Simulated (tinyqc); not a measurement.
Which input was changed? Model: stress in a transistor channel from embedded alloy regions, liners and fins, by half-space elasticity. Computed by tinyqc, a small Python program. Command: `OMP_NUM_THREADS=1 python tinyqc.py 3008470 3008471 out.jsonl stressor which`. One thread of a shared host (Intel(R) Xeon(R) Processor @ 2.30GHz), about 0.2 s of CPU time with the checks.

Plane strain in an isotropic half-space, the same constants everywhere; x along the channel from its centre, y downwards from the free surface; stress is positive in tension.

Inputs (values chosen for the exercise, modelled on silicon):
```
quantity,value,unit
alloy fraction x,0.33,-
"lattice change per unit x, beta",0.0421,-
Young's modulus E,157,GPa
Poisson ratio nu,0.28,-
channel length L,54,nm
length of each stressor S,155,nm
recess depth d,70,nm
depth of the field point y,4.9,nm
longitudinal piezoresistance coefficient,70.4,1e-11/Pa
vertical piezoresistance coefficient,-1.3,1e-11/Pa
```

Stressor: Si(1-x)Ge(x) source and drain.

Method:
- Misfit e = beta x. A fully constrained inclusion holds the stress -p with p = E e/(1 - 2 nu); a blanket film would hold -E e/(1 - nu) in the plane.
- A line element dA of misfit at (a, c) in the half-space gives, with C = E e/(2 pi (1 - nu)), X = x - a, r1^2 = X^2 + (y - c)^2, r2^2 = X^2 + Y^2, Y = y + c: s_xx = -C dA {[X^2 - (y - c)^2]/r1^4 + 3 [X^2 - Y^2]/r2^4 + 4 y Y (Y^2 - 3 X^2)/r2^6}, s_yy = C dA {[X^2 - (y - c)^2]/r1^4 - [X^2 - Y^2]/r2^4 + 4 y Y (Y^2 - 3 X^2)/r2^6}. These are integrated over two rectangles, L/2 < |a| < L/2 + S, 0 < c < d (closed form in a, 200 Gauss-Legendre points in c).
- At x = y = 0 the integral is s_xx = -(4/pi) [E e/(1 - nu)] [arctan(2 d/L) - arctan(d/(L/2 + S))].
- d mu/mu = -(pi_L s_xx + pi_z s_yy) for the embedded regions alone; the stress across the width is left out.

Task: One of these inputs alone was changed, within the range given: Young's modulus E (78.5 to 314); Poisson ratio nu (0.14 to 0.4); length of each stressor S (77.5 to 310); depth of the field point y (2.45 to 9.8). Which one, and to what value?

Results:
```
run,s_xx (MPa),mobility change (%),s_xx at the surface (MPa)
before,-2632.764,185.3504,-3222.667
after,-2819.036,198.4636,-3414.195
```

Result:

Each candidate set to reproduce s_xx, and what it then gives:
```
candidate,range searched,value needed,mobility change (%),s_xx at the surface (MPa)
Young's modulus E (GPa),78.5 to 314,168.1,198.46,-3450.7
Poisson ratio nu,0.14 to 0.4,0.3276,198.46,-3450.7
length of each stressor S (nm),77.5 to 310,186.0,198.46,-3414.2
depth of the field point y (nm),2.45 to 9.8,3.323,198.46,-3222.7
```

Only length of each stressor S fits every result: it went from 155 to 186 nm. The next best candidate, Young's modulus E, misses one result by 1.1 %.

Caution: beyond a few hundred MPa bulk piezoresistance coefficients no longer describe an inversion layer well.
